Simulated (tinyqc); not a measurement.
Dopants and charged point defects at anneal temperature: Fermi-level effect, clustering and pairing: one step, computed by the program tinyqc. Command: `OMP_NUM_THREADS=1 python tinyqc.py 3023952 3023953 out.jsonl pairing walk`. One thread of a shared host (Intel(R) Xeon(R) Processor @ 2.30GHz), about 0.03 s of CPU time with the checks.

Boltzmann statistics and full ionisation of active dopants. Energies are counted from the valence band; the defect (a vacancy or self-interstitial) has five charge states, with all degeneracy factors one.

Task: Charged defects. C_0 = N_s exp(S_f/k_B) exp(-H_f/k_B T). Ratios to the neutral state at E_F = E_i: r_+ = exp((E(+/0) - E_i)/k_B T), r_2+ = r_+ exp((E(2+/+) - E_i)/k_B T), r_- = exp((E_i - E(0/-))/k_B T), r_2- = r_- exp((E_i - E(-/2-))/k_B T); at other E_F state q scales as chi^(-q). The enhancement is sum r_q chi^(-q)/sum r_q. The charge on the defects is left out of neutrality.

Inputs (values chosen for the exercise, with bands modelled on silicon):
```
quantity                                        value   unit
anneal temperature T                              970      K
formation enthalpy of the neutral defect H_f     3.03     eV
formation entropy S_f                             9.3    k_B
site density N_s                              3.4e+22  cm^-3
```

Dopant: acceptor. Second part: clustering of the dopant.

defect levels as fractions of E_g(T): (2+/+), (+/0), (0/-), (-/2-): 0.11  0.19  0.37  0.71

E_g = 0.8952155 eV

k_B T = 0.08358813 eV

n_i = 6.233479e+17 cm^-3

E_i = 0.4318996 eV

chi = 0.01115803

Give: neutral defects C_0; Charge states; all defects, doped; enhancement over intrinsic; mean charge.

Result:

neutral defects C_0 = 6.724e+10 cm^-3

Charge states:
```
state    ratio r  intrinsic (cm^-3)  doped (cm^-3)
2+     8.079e-04          5.432e+07      4.363e+11
+      4.362e-02          2.933e+09      2.629e+11
0      1.000e+00          6.724e+10      6.724e+10
-      3.335e+00          2.242e+11      2.502e+09
2-     2.915e-01          1.960e+10      2.440e+06
```

all defects, doped = 7.689e+11 cm^-3

enhancement over intrinsic = 2.449

mean charge = 1.473 e

Doping leaves the neutral state alone and multiplies the total by 2.45; the most common state is 2+ (in intrinsic material -).
